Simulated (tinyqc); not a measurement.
Schottky emission and Poole-Frenkel conduction in an insulator, and how to tell them apart: one step of the calculation.

Schottky emission (electrode-limited): J = As T^2 exp[-(pb - b sqrt(F))/Vt], b = sqrt(q/(4 pi eps0 ei)). Poole-Frenkel emission (bulk-limited): J = s0 F exp[-(pt - 2 b sqrt(F))/Vt]. F in V/cm.

Question. Which mechanism made these data. The data come from another sample of the same dielectric, in which one mechanism alone limits the current. Fit straight lines by least squares: ln J on sqrt(F) (Schottky plot, slope b/Vt) and ln(J/F) on sqrt(F) (Poole-Frenkel plot, slope 2 b/Vt), F in V/cm, and read a permittivity from each slope. The right mechanism gives a value near ei, and in any case between ei and es.

Values chosen for this exercise; dielectric values close to those of hafnium oxide:
- T = 400 K (temperature)
- ei = 4.36 (high-frequency relative permittivity)
- es = 22.4 (static relative permittivity)

Constants: q = 1.602176634e-19 C, kB = 1.380649e-23 J/K, Vt = kB T/q, eps0 = 8.8541878128e-14 F/cm where lengths are in cm. Results are converted to the units shown.

| point | F (MV/cm) | J (A/cm^2) |
|---|---|---|
| 0 | 1.12 | 6.586e-10 |
| 1 | 1.8 | 2.933e-9 |
| 2 | 2.48 | 1.003e-8 |
| 3 | 3.15 | 2.879e-8 |
| 4 | 3.83 | 7.524e-8 |
| 5 | 4.5 | 1.789e-7 |

Find: slope of the Schottky plot; permittivity read as Schottky; slope of the Poole-Frenkel plot; permittivity read as Poole-Frenkel.

Answer.

slope of the Schottky plot = 0.0052723 (cm/V)^0.5
permittivity read as Schottky = 4.3601
slope of the Poole-Frenkel plot = 0.0039741 (cm/V)^0.5
permittivity read as Poole-Frenkel = 30.695

Both plots are nearly straight, so straightness decides nothing. Read as Schottky the data give 4.36, which matches ei = 4.36; read as Poole-Frenkel they give 30.7, above even the static value 22.4. The data were made by Schottky emission.

Program tinyqc, `OMP_NUM_THREADS=1 python tinyqc.py 2370151 2370152 out.jsonl`; Intel Xeon 2.30GHz, shared host, one thread, about 0.01 s.
